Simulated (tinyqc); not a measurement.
Worked calculation: binary melting diagram from solution models of liquid and solid. Computed by tinyqc, a small Python program that keeps every step. Command: `OMP_NUM_THREADS=1 python tinyqc.py 3009760 3009761 out.jsonl melt walk`. One thread of a shared host (Intel(R) Xeon(R) Processor @ 2.30GHz), about 0.01 s of CPU time with the checks. Intermediate numbers are printed to about 7 digits and carried at full precision; extremes and crossings named in words are read from the listed rows.

x is the fraction of B. In a phase with interaction L: mu_A = G_A + R T ln(1 - x) + L x^2, mu_B = G_B + R T ln x + L (1 - x)^2. Melting: G(liquid) - G(solid) = H (1 - T/T_m) for each pure component.

Inputs (values chosen for the exercise, modelled on Si-Ge):
```
quantity                               value    unit
melting point T_A                       1687       K
melting point T_B                       1211       K
heat of melting H_A                     50.5  kJ/mol
heat of melting H_B                     37.5  kJ/mol
liquid interaction L_L                   6.5  kJ/mol
solid interaction L_S                    3.2  kJ/mol
position of T, (T - T_A)/(T_B - T_A)    0.28       -
dilute content c0 of B                0.0038       -
growth number V delta/D                  0.3       -
```

Diagram: complete solid solution (lens).

Constants: R = 8.314462618 J/(mol K).

## Temperature and melting free energies

T = T_A + u (T_B - T_A). The ideal solution has k_A = exp(dG_A/(R T)) = (1 - xs)/(1 - xl) and k_B = exp(dG_B/(R T)) = xs/xl, so xl = (1 - k_A)/(k_B - k_A).

T = 1553.72 K

dG_A = 3.989710 kJ/mol

dG_B = -10.61272 kJ/mol

ideal liquidus xl = 0.3924212

ideal solidus xs = 0.1725717

## Tie line by Newton steps

Equal potentials: F_A = dG_A + R T ln[(1 - xl)/(1 - xs)] + L_L xl^2 - L_S xs^2 = 0, F_B = dG_B + R T ln(xl/xs) + L_L (1 - xl)^2 - L_S (1 - xs)^2 = 0. Newton steps from the ideal values with the exact Jacobian, halved if x would leave (0, 1); stop below 1e-12, residuals under 1e-7 shown as 0.

Iteration:
```
step         xl         xs   F_A (kJ/mol)   F_B (kJ/mol)
1     0.3924212  0.1725717   9.056644e-01   2.086477e-01
2     0.4791674  0.2067732  -8.919565e-02  -6.015879e-03
3     0.4723489  0.2042701  -7.511391e-04  -8.405601e-05
4     0.4722898  0.2042478              0              0
5     0.4722898  0.2042478              0              0
```

liquidus xl = 0.4722898

solidus xs = 0.2042478

The interactions move the liquidus by +0.0799 and the solidus by +0.0317; the lens is 1.22 times as wide as the ideal one here.

## Dilute B in A: partition coefficient and slope

At T_A, k0 = exp[(dG_B(T_A) + L_L - L_S)/(R T_A)]; van 't Hoff: m_L = -R T_A^2 (1 - k0)/H_A per unit fraction. Burton-Prim-Slichter: k_eff = k0/[k0 + (1 - k0) exp(-V delta/D)]. Freezing range of c0: |m_L| c0 |1 - k0|/k0.

partition coefficient k0 = 0.4423779

liquidus slope m_L = -261.2841 K

effective coefficient k_eff = 0.5171140

freezing range = 1.251536 K

k0 < 1: the solid rejects B and B lowers the melting point. Faster growth moves k_eff towards 1.

## Solute along a frozen bar

For the solid at frozen fraction f, relative to c0. Lever rule: k0/[1 - (1 - k0) f]. Scheil (no diffusion in the solid, mixed liquid): k (1 - f)^(k - 1), with k0 and with k_eff. One zone pass with a zone a tenth of the bar long: 1 - (1 - k0) exp(-10 k0 f).

Ratio c_s/c0:
```
f    lever rule  Scheil, k0  Scheil, k_eff  one zone pass
0.0   0.4423779    0.442378       0.517114      0.4423779
0.1   0.4685026    0.469147       0.544104      0.6417240
0.3   0.5312487    0.539722       0.614308      0.8520983
0.5   0.6134008    0.651110       0.722686      0.9389439
0.7   0.7256087    0.865689       0.924862      0.9747951
0.8   0.7986569    1.085312       1.124888      0.9838057
0.9   0.8880592    1.597407       1.572071      0.9895951
```

All but the k_eff column start at k0 = 0.442. At f = 0.9 Scheil gives 1.60 against 0.888 for the lever rule, since the solid keeps what it took and the last liquid is richer in B. Scheil passes c0 at f = 0.768. Last over first value: 3.61 with k0 and 3.04 with k_eff, so faster growth gives the more even bar.

## The lens

The formulas are those given above.

Liquidus and solidus:
```
T (K)         xl         xs   ideal xl   ideal xs
1663   0.0914458  0.0395688  0.0773001  0.0280902
1592   0.3491702  0.1479273  0.2889117  0.1184864
1520   0.5678377  0.2547092  0.4774809  0.2239446
1449   0.7283361  0.3699677  0.6379915  0.3460532
1378   0.8424825  0.5085807  0.7737058  0.4926676
1306   0.9246993  0.6875842  0.8867700  0.6763228
1235   0.9836174  0.9129383  0.9751055  0.9070243
```

The lens is widest among these rows at 1449 K (0.358 in x, ideal 0.292). L_L - L_S = +3.3 kJ/mol, relative to the mixed solid, penalises the mixed liquid, and the liquidus lies above the ideal one in every row.

Checks made by the program: tie line against the common tangent on 20001 points (relative difference 2e-05); k0 and m_L against a tie line 0.01 K from T_A (relative difference 1e-05).
